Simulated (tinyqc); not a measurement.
Hubbard chain of 2 sites, step by step. Computed by tinyqc, a small Python program that keeps every step. Settings: hopping = 1.38, U = 7.8, mixing = 1, iteration cap = 84. Command: `OMP_NUM_THREADS=1 python tinyqc.py 28320 28321 out.jsonl` (the two numbers bound the seeds that draw the settings). One thread of a shared host (Intel(R) Xeon(R) Processor @ 2.60GHz), about 0.2 s of CPU time with the checks. Later iterations appear only in the table of the cycle.

## Mean-field iteration 1

one-body matrix (hopping and site energies) (eV), order 1, 2:
```
[[-0.32000, -1.38000],
 [-1.38000, -0.45000]]
```

U = 7.80000 eV

electrons, up and down: [1, 1]

mixing = 1

n(up) at the start (a guess, not normalised): [0.50000, 0.50000]

n(down) at the start (a guess): [0.50000, 0.50000]

H(up) = T + U n(down), H(down) = T + U n(up); fill the lowest levels; n(new) = n + mixing (n(out) - n); E = tr T (rho up + rho down) + U sum n_up n_down of the output.

levels, up (eV): [2.13347, 4.89653]

levels, down (eV): [2.13347, 4.89653]

energy = 0.37557 eV

n(up) after iteration 1: [0.47648, 0.52352]

n(down) after iteration 1: [0.47648, 0.52352]

## Mean-field iteration 2

As before.

levels, up (eV): [2.12992, 4.90008]

levels, down (eV): [2.12992, 4.90008]

energy = 0.41978 eV

n(up) after iteration 2: [0.54277, 0.45723]

n(down) after iteration 2: [0.54277, 0.45723]

## Convergence

Each step fills the lowest levels of T + U n(other spin) and sets n(new) = n + mixing (n(out) - n); stop when output and input agree to 1e-8.

Course of the cycle:
```
iteration     E (eV)  largest |n(out) - n(in)|  mean |n_up - n_down|
1          0.3755733                  2.35e-02               0.00000
2          0.4197824                  6.63e-02               0.00000
3          0.7427134                  1.82e-01               0.00000
4          2.3587971                  4.35e-01               0.00000
5          4.5509908                  7.29e-01               0.00000
6          5.5095729                  8.94e-01               0.00000
7          5.4512346                  9.29e-01               0.00000
8          5.6563950                  9.35e-01               0.00000
9          5.4695042                  9.35e-01               0.00000
10         5.6587916                  9.35e-01               0.00000
11         5.4697923                  9.35e-01               0.00000
...              ...                       ...                   ...
74         5.6588298                  9.35e-01               0.00000
75         5.4697969                  9.35e-01               0.00000
76         5.6588298                  9.35e-01               0.00000
77         5.4697969                  9.35e-01               0.00000
78         5.6588298                  9.35e-01               0.00000
79         5.4697969                  9.35e-01               0.00000
80         5.6588298                  9.35e-01               0.00000
81         5.4697969                  9.35e-01               0.00000
82         5.6588298                  9.35e-01               0.00000
83         5.4697969                  9.35e-01               0.00000
84         5.6588298                  9.35e-01               0.00000
```

Not converged within 84 iterations: the residual has stopped falling: the iteration swings between two states. The lowest mean-field energy found from random starts is -1.25843 eV. Reruns (cap 100 unless said): mixing 0.2: converged in 12 to a higher stationary point (E = 0.36920); mixing 0.5: not converged; mixing 0.9: not converged; the original settings with a cap of 400: not converged.

## The many-body Hamiltonian

Basis: all placements (u, d, 2, 0 on each site), up operators ordered before down ones; hops carry the sign of the same-spin electrons passed.

H (eV), order 20, ud, du, 02:
```
[[7.16000, -1.38000, -1.38000, 0.00000],
 [-1.38000, -0.77000, 0.00000, -1.38000],
 [-1.38000, 0.00000, -0.77000, -1.38000],
 [0.00000, -1.38000, -1.38000, 6.90000]]
```

## Exact diagonalisation (4 states)

Lowest levels of the sector, and the double occupancy of the lowest state.

lowest levels (eV): [-1.64800, -0.77000, 7.01303, 7.92498]

double occupancy per site = 0.04596
